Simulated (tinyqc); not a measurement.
Worked calculation: FCI on RHF in the 3-21g basis, for H-, spin multiplicity 1. The basis has no diffuse functions, so it cannot describe the extra electron: this is an exercise in the method, not the real anion. One step of it, computed by the program tinyqc.

Question. FCI: roots. Diagonalise (each vector has its largest component positive (the first on a tie)); all determinants have Ms = 0, so triplets appear too. The lowest singlet root is the correlation energy.

Occupation strings over the orbitals (2 doubly, a alpha, b beta, 0 empty; spin orbitals ordered 1a 1b 2a 2b ...): 20 ab ba 02

H - E(HF) between determinants (hartree), order 20, ab, ba, 02:
```
[[0.000000, 0.000000, 0.000000, 0.137755],
 [0.000000, 1.110978, -0.137755, 0.110897],
 [0.000000, -0.137755, 1.110978, -0.110897],
 [0.137755, 0.110897, -0.110897, 2.359794]]
```

Give: lowest roots of this matrix, relative to E(HF); lowest vectors; <S^2> of these roots; weight of the ground state by excitation level 0, 1, 2, ....

Answer.

lowest roots of this matrix, relative to E(HF) (hartree): [-0.0081, 0.9732, 1.2273, 2.3893]

lowest vectors, order 20, ab, ba, 02:
```
[[0.9983, 0.0000, -0.0152, 0.0570],
 [0.0052, 0.7071, 0.7005, 0.0962],
 [-0.0052, 0.7071, -0.7005, -0.0962],
 [-0.0586, 0.0000, -0.1353, 0.9891]]
```

<S^2> of these roots: [0.0000, 2.0000, 0.0000, 0.0000]

weight of the ground state by excitation level 0, 1, 2, ...: [0.9965, 0.0001, 0.0034]
